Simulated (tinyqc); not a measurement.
Finite square well with mass mismatch (envelope functions): sweeps and comparisons. A value that a table varies takes the place of the one given here.

A square well of width L and depth V0, mass mw inside and mb outside, energies from the bottom of the well, c = hbar^2/2m0. k = sqrt(mw E/c), kappa = sqrt(mb (V0 - E)/c). psi and psi'/m are continuous at the walls (BenDaniel-Duke), so level n solves k L + 2 atan[(k/mw)/(kappa/mb)] = n pi.

Non-parabolic bands: mw is replaced by mw (1 + alpha_w E) and mb by mb (1 - alpha_b (V0 - E)), in k, kappa and the matching condition alike.

Constants: hbar^2/2m0 = 3.80998211 eV angstrom^2.

Inputs chosen for the exercise (near those of the light valleys of a Si film in HfO2; the results hold for these values, not for the real material): V0 = 1.559 eV (barrier height); mw = 0.193 m0 (mass in the well); mb = 0.181 m0 (mass in the barrier); Ls = (8, 10, 12, 16, 20, 24, 31) angstrom (widths); L = 45 angstrom (well width); alpha_w = 0.54 1/eV (non-parabolicity in the well); alpha_b = 0.32 1/eV (non-parabolicity in the barrier).

## Width of the well

Levels against L, beside the infinite well E1(hard) = c (pi/L)^2/mw; Pb is the probability of level 1 in the barriers; a dash marks an unbound level.

Levels:

| L (angstrom) | bound levels | E1 (eV) | E2 (eV) | E1(hard) (eV) | Pb |
|---|---|---|---|---|---|
| 8 | 1 | 0.7852 | - | 3.0443 | 0.281 |
| 10 | 1 | 0.6332 | - | 1.9483 | 0.194 |
| 12 | 2 | 0.5177 | 1.5425 | 1.3530 | 0.139 |
| 16 | 2 | 0.3612 | 1.2696 | 0.7611 | 0.077 |
| 20 | 2 | 0.2647 | 0.9875 | 0.4871 | 0.047 |
| 24 | 3 | 0.2018 | 0.7738 | 0.3383 | 0.031 |
| 31 | 3 | 0.1349 | 0.5282 | 0.2027 | 0.016 |

The infinite well overestimates E1 by a factor 3.88 at 8 angstrom and 1.50 at 31 angstrom. The local exponent d ln E1/d ln L goes from -0.96 (first two rows) to -1.58 (last two), towards the -2 of hard walls, as Pb falls from 0.281 to 0.016. E2 - E1 is largest at 12 angstrom of the widths listed. Non-parabolicity, which grows with the level, already counts at a few tenths of an eV, and levels above about 0.5 eV lie beyond a parabolic band.

## Levels of description

The same well five ways. mb = mw: the barrier takes the mass of the well. psi' continuous: kappa holds mb but the condition drops the masses, k L + 2 atan(k/kappa) = n pi. The last column is measured against BenDaniel-Duke.

Levels (eV):

| model | E1 | E2 | E3 | E1 - E1(BDD) (meV) |
|---|---|---|---|---|
| infinite walls | 0.0962 | 0.3849 | 0.8659 | 24.0 |
| mb = mw | 0.0716 | 0.2843 | 0.6310 | -0.6 |
| BenDaniel-Duke | 0.0722 | 0.2866 | 0.6351 | 0.0 |
| psi' continuous | 0.0710 | 0.2821 | 0.6269 | -1.2 |
| non-parabolic | 0.0752 | 0.2727 | 0.5423 | 3.1 |

Hard walls put E1 24.0 meV too high. Ignoring the mass step moves it by -0.6 meV and the wrong matching by -1.2 meV: with mb/mw = 0.94, continuity of psi'/m lets the slope outside be 0.94 times the slope inside, which acts like a harder wall. Non-parabolicity shifts E1 by +3.1 meV, the balance of a heavier mass in the well, which lowers it, and a lighter mass deep in the barrier, which hardens the wall. Among the finite wells the largest departure in E1 is that of the model 'non-parabolic'.

## What each parameter does

Parabolic bands. Pb is the probability of level 1 in the barriers, (A^2/kappa)/(A^2/kappa + L/2 + sin(kL)/(2k)) with A = cos(kL/2). Each row changes one parameter from the base and keeps the others.

Results:

| case | E1 (eV) | bound levels | Pb | V0 - E1 (eV) |
|---|---|---|---|---|
| base | 0.0722 | 5 | 0.0063 | 1.4868 |
| L = 41 angstrom | 0.0847 | 4 | 0.0080 | 1.4743 |
| V0 = 1.325 eV | 0.0705 | 4 | 0.0078 | 1.2545 |
| mw = 0.1737 m0 | 0.0779 | 4 | 0.0074 | 1.4811 |
| mb = 0.1448 m0 | 0.0742 | 5 | 0.0059 | 1.4848 |

The largest shifts from the base row, up to three for each result and ties (the steps differ in size, so this ranks the rows, not the parameters). E1 (eV): L +0.0125, mw +0.0057, mb +0.0020. bound levels: L -1, V0 -1, mw -1; unchanged at the printed digits by mb. Pb: L +0.0017, V0 +0.0015, mw +0.0011. V0 - E1 (eV): V0 -0.2324, L -0.0125, mw -0.0057.

Program tinyqc; command `OMP_NUM_THREADS=1 python tinyqc.py 1280194 1280195 out.jsonl`; about 0.01 s on one thread of a shared Intel(R) Xeon(R) Processor @ 2.30GHz.
